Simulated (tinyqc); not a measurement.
# Tail temperature from the power law

Inverse problem. When tail states hold most of the charge, the linear current goes as I = A (Vg - VT)^g with g = 2 Tt/T - 1. Find g, Tt and the tail width kB Tt.

Inputs (values chosen for the exercise):
```
symbol  value  unit      meaning
T         290     K  temperature
```

Constants: q = 1.602176634e-19 C, kB = 1.380649e-23 J/K, Vt = kB T/q. Results are converted to the units shown.

I at Vg - VT = 4.9 and 7.4 V (nA): [19.494970, 33.938655]

Solution. g is the slope of ln I against ln(Vg - VT).

g = 1.345
Tt = 340.0 K
kB Tt = 29.30 meV

Numbers from tinyqc (`OMP_NUM_THREADS=1 python tinyqc.py 2610126 2610127 out.jsonl`; about 0.03 s on one thread of a shared Intel Xeon 2.30GHz).
